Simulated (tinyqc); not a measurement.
p-type polysilicon, carrier trapping at grain boundaries: effect of the temperature.

One-dimensional grains of size Lg, uniform ionised doping N, monovalent traps Qt at each boundary at a depth Et below (for electrons) or above (for holes) the band edge there, abrupt depletion of width W on each side of a boundary, Boltzmann statistics. xi is the distance from the band edge at the grain centre to the Fermi level. Trapped charge Qt/(1 + exp((xi + VB - Et)/Vt)) = 2 N W, barrier VB = q N W^2/(2 eps0 eps_r).

NB is given at 400 K and scales as (T/400 K)^1.5. If the trap equation with xi = Vt ln(NB/N) has a root W < Lg/2, the grain is partly depleted; otherwise W = Lg/2 and the trap equation gives xi = Et - VB + Vt ln(Qt/(N Lg) - 1). N* = Qt/Lg. n0 = NB exp(-xi/Vt); mean density n0 (1 - 2 W/Lg) by charge balance in a partly depleted grain, and n0 (sqrt(pi)/2) erf(u)/u with u = sqrt(VB/Vt) in a fully depleted one; v = sqrt(kB T/(2 pi ms m0)); barrier resistivity Vt exp(VB/Vt)/(q fe n0 v Lg); grain resistivity (1 - 2 W/Lg)/(q n0 mug); effective mobility 1/(q mean density total resistivity). Rows with xi above 0.45 V, towards mid-gap, are left out, since the other carrier type is ignored.

Values chosen for this exercise; values of the order met in polycrystalline silicon:
```
symbol    value   unit                                                              meaning
eps_r      11.7                                                       relative permittivity
NB      4.08e19  cm^-3          valence-band density of states at the reference temperature
Lg           72     nm                                                           grain size
Qt       1.3e12  cm^-2                                     trap density of a grain boundary
Et         0.32     eV  depth of the trap level from the majority band edge at the boundary
ms         0.47     m0                                         mass for thermionic emission
fe         0.12                                      correction factor of the emission rate
N        4.3e16  cm^-3                                                               doping
```

Constants: q = 1.602176634e-19 C, kB = 1.380649e-23 J/K, m0 = 9.1093837015e-31 kg, Vt = kB T/q, eps0 = 8.8541878128e-14 F/cm where lengths are in cm. Results are converted to the units shown.

The same in every row: N/N* = 0.2382; depleted share 2 W/Lg = 1.000; VB (V) = 0.04309.

Results:
```
T (K),xi (V),mean density (cm^-3),resistivity (ohm cm),effective mobility (cm^2/(V s))
200,0.2969,2.593e11,9.978e5,24.12
240,0.3010,5.345e12,3.766e4,31.00
280,0.3050,4.836e13,3540,36.45
360,0.3130,9.841e14,144.5,43.88
400,0.3170,2.906e15,46.37,46.32
440,0.3210,7.153e15,18.12,48.14
```

Estimate the missing row, T = 320 K.

Computed row:
```
T (K),xi (V),mean density (cm^-3),resistivity (ohm cm),effective mobility (cm^2/(V s))
320,0.3090,2.600e14,590.3,40.67
```

With this row back in the table: As T goes from 200 to 440, VB stays at 0.0431 V, the resistivity falls from 9.98e5 to 18.1 ohm cm and the effective mobility rises from 24.1 to 48.1 cm^2/(V s). The activation energy kB ln(rho1/rho2)/(1/T1 - 1/T2) is 0.339 eV between the first two rows and 0.356 eV between the last two; mug is held fixed. For T = 200, 240, 280, 320, 360 the grain is near the changeover between partial and full depletion, within a few Debye lengths, where both limits are rough. For T = 360, 400, 440 the effective mobility exceeds mug, since drift through the depleted part of the grain is left out.

tinyqc, about 0.01 s, one thread, Intel Xeon 2.30GHz (shared host): `OMP_NUM_THREADS=1 python tinyqc.py 2830077 2830078 out.jsonl`
